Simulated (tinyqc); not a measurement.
Doping and thickness from pinch-off voltage and conductance.

Inverse problem. A uniform channel has Vp = q Nd a^2/(2 eps0 eps_r) and G0 = q mu Nd a W/L. Find a and Nd.

Inputs (values chosen for the exercise); material values close to those of gallium arsenide: relative permittivity of the semiconductor eps_r = 13; low-field mobility at this doping mu = 3500 cm^2/(V s); gate length L = 1 um; gate width W = 200 um.

Constants: q = 1.602176634e-19 C, eps0 = 8.8541878128e-14 F/cm where lengths are in cm. Results are converted to the units shown.

Vp = 3.2738263 V
G0 = 376.83194 mS

Solution. G0 gives the product Nd a and Vp gives Nd a^2; their ratio is a.

a = 140 nm
Nd = 2.40e17 cm^-3

tinyqc, about 0.07 s, one thread, Intel Xeon 2.30GHz (shared host): `OMP_NUM_THREADS=1 python tinyqc.py 2500107 2500108 out.jsonl`
